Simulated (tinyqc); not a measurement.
# Band offsets from two capacitances

Problem. A p-n heterojunction (1: p-type, 2: n-type) in the depletion approximation obeys 1/C^2 = 2 (er1 N1 + er2 N2)(Vbi - V)/(q eps0 er1 er2 N1 N2), with Vbi = dEc + Eg1 - Vt ln(Nc2 Nv1/(N1 N2)), dEc = Ec2 - Ec1 and dEv = Eg2 - Eg1 - dEc. Find N2, Vbi, dEc and dEv.

Inputs (values chosen for the exercise); band and dielectric values close to those of InAlAs and InP:
```
symbol,value,unit,meaning
T,250,K,temperature
Eg1,1.49,eV,band gap of material 1
er1,12.5,,relative permittivity of material 1
Nv1,7.51e18,cm^-3,valence-band density of states of material 1
Eg2,1.36,eV,band gap of material 2
er2,12.3,,relative permittivity of material 2
Nc2,4.39e17,cm^-3,conduction-band density of states of material 2
N1,6.9e15,cm^-3,acceptor density of material 1
```

Constants: q = 1.602176634e-19 C, kB = 1.380649e-23 J/K, Vt = kB T/q, eps0 = 8.8541878128e-14 F/cm where lengths are in cm. Results are converted to the units shown.

C at V = -0.7 and -2.2 V (nF/cm^2): [16.606598, 12.131799]

Answer. The slope of 1/C^2 against -V is (2/(q eps0)) (1/(er2 N2) + 1/(er1 N1)), which gives N2; the intercept is Vbi, and the offsets follow.

N2 = 2.400e16 cm^-3
Vbi = 1.017 V
dEc = -0.2600 eV
dEv = 0.1300 eV

Numbers from tinyqc (`OMP_NUM_THREADS=1 python tinyqc.py 2040070 2040071 out.jsonl`; about 0.03 s on one thread of a shared Intel Xeon 2.30GHz).
